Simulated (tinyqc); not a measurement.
# On-chip power grid, static voltage drop by conjugate gradients, step by step

Program tinyqc, `OMP_NUM_THREADS=1 python tinyqc.py 2770162 2770163 out.jsonl`; Intel Xeon 2.30GHz, shared host, one thread, about 0.3 s. Printed values are rounded.

A grid of 4 rows and 4 columns, node k = 4 row + column. Neighbours in a row are joined by Rx, in a column by Ry; pad nodes, which reach the supply through Rp: 0, 15. Each node draws I0, node 1 draws kh I0. The drops u = Vdd - V solve G u = i, with G the conductance matrix (1/Rp added on the diagonal at pad nodes).

Values chosen for this exercise: supply voltage Vdd = 0.9 V; resistance of a horizontal segment Rx = 1.6 ohm; resistance of a vertical segment Ry = 1.4 ohm; resistance from a pad node to the supply Rp = 0.53 ohm; load current of an ordinary node I0 = 1.1 mA; factor on the load at the hot node kh = 1.

## Diagonal of G, loads and first direction

G_kk = sum of the conductances at node k. Start u = 0, so the residual is r = i; z = r/G_kk (Jacobi preconditioner), p = z.

G_kk (S):
```
,col 0,col 1,col 2,col 3
row 0,3.226078,1.964286,1.964286,1.339286
row 1,2.053571,2.678571,2.678571,2.053571
row 2,2.053571,2.678571,2.678571,2.053571
row 3,1.339286,1.964286,1.964286,3.226078
```

r at the start (mA):
```
,col 0,col 1,col 2,col 3
row 0,1.1,1.1,1.1,1.1
row 1,1.1,1.1,1.1,1.1
row 2,1.1,1.1,1.1,1.1
row 3,1.1,1.1,1.1,1.1
```

p at the start (mV):
```
,col 0,col 1,col 2,col 3
row 0,0.3409713,0.56,0.56,0.8213333
row 1,0.5356522,0.4106667,0.4106667,0.5356522
row 2,0.5356522,0.4106667,0.4106667,0.5356522
row 3,0.8213333,0.56,0.56,0.3409713
```

## Iteration 1: conjugate-gradient step

u at the start (mV):
```
,col 0,col 1,col 2,col 3
row 0,0,0,0,0
row 1,0,0,0,0
row 2,0,0,0,0
row 3,0,0,0,0
```

q = G p; with z = r/G_kk: a = (r.z)/(p.q); u(new) = u + a p; r(new) = r - a q; b = (r.z)(new)/(r.z); p(new) = z(new) + b p.

q (mA):
```
,col 0,col 1,col 2,col 3
row 0,0.3673913,0.2435596,-0.0566667,0.3673913
row 1,0.2171737,-0.1847826,-0.1847826,-0.1259420
row 2,-0.1259420,-0.1847826,-0.1847826,0.2171737
row 3,0.3673913,-0.0566667,0.2435596,0.3673913
```

a = 10.71045

u after iteration 1 (mV):
```
,col 0,col 1,col 2,col 3
row 0,3.651955,5.997851,5.997851,8.796848
row 1,5.737075,4.398424,4.398424,5.737075
row 2,5.737075,4.398424,4.398424,5.737075
row 3,8.796848,5.997851,5.997851,3.651955
```

r after iteration 1 (mA):
```
,col 0,col 1,col 2,col 3
row 0,-2.834925,-1.508633,1.706925,-2.834925
row 1,-1.226028,3.079104,3.079104,2.448896
row 2,2.448896,3.079104,3.079104,-1.226028
row 3,-2.834925,1.706925,-1.508633,-2.834925
```

b = 4.761159

p after iteration 1 (mV):
```
,col 0,col 1,col 2,col 3
row 0,0.744666,1.898218,3.535229,1.793754
row 1,1.953303,3.104782,3.104782,3.742831
row 2,3.742831,3.104782,3.104782,1.953303
row 3,1.793754,3.535229,1.898218,0.744666
```

## Iteration 2: conjugate-gradient step

As before.

q (mA):
```
,col 0,col 1,col 2,col 3
row 0,-0.179253,-1.163993,2.419016,-2.480619
row 1,-1.134596,1.581505,-0.706243,3.069212
row 2,3.069212,-0.706243,1.581505,-1.134596
row 3,-2.480619,2.419016,-1.163993,-0.179253
```

a = 1.590437

u after iteration 2 (mV):
```
,col 0,col 1,col 2,col 3
row 0,4.83630,9.01685,11.62041,11.64970
row 1,8.84368,9.33638,9.33638,11.68981
row 2,11.68981,9.33638,9.33638,8.84368
row 3,11.64970,11.62041,9.01685,4.83630
```

r after iteration 2 (mA):
```
,col 0,col 1,col 2,col 3
row 0,-2.549835,0.342626,-2.140369,1.110345
row 1,0.578476,0.563819,4.202340,-2.432495
row 2,-2.432495,4.202340,0.563819,0.578476
row 3,1.110345,-2.140369,0.342626,-2.549835
```

b = 0.6898501

p after iteration 2 (mV):
```
,col 0,col 1,col 2,col 3
row 0,-0.276674,1.483914,1.349136,2.066479
row 1,1.629179,2.352326,3.710708,1.397473
row 2,1.397473,3.710708,2.352326,1.629179
row 3,2.066479,1.349136,1.483914,-0.276674
```

## Course of the conjugate-gradient iteration

Stop when |r| is below 1e-9 mA.

Course of the iteration:
```
iteration,largest u (mV),|r| (mA)
1,8.796848,9.77
2,11.68981,8.56
3,13.59396,2.18
4,13.82740,0.386
5,13.71313,0.0912
6,13.70360,0.0133
7,13.70051,6.24e-4
8,13.70050,< 1e-12
```

Converged in 8 iterations for 16 unknowns; in exact arithmetic the method needs at most 16. The condition number of the scaled matrix is 44.9. Gauss-Seidel sweeps in node order need 251 to reach the same residual.

## Worst drop, pad currents and power lost

converged u (mV):
```
,col 0,col 1,col 2,col 3
row 0,4.66400,10.55993,12.96723,13.70050
row 1,10.28506,12.07250,12.89200,12.80211
row 2,12.80211,12.89200,12.07250,10.28506
row 3,13.70050,12.96723,10.55993,4.66400
```

Pad current u/Rp; worst drop as a share of Vdd; power lost in the grid and pads sum_k i_k u_k; power delivered sum_k i_k (Vdd - u_k).

worst drop = 13.70050 mV
share of Vdd = 1.522277 %
pad currents (mA): node 0 8.8, node 15 8.8
power lost = 0.1978753 mW
power delivered = 15.64212 mW

The pad currents add up to the total load, 17.60 mA. The worst drop is at node 3 and 12.
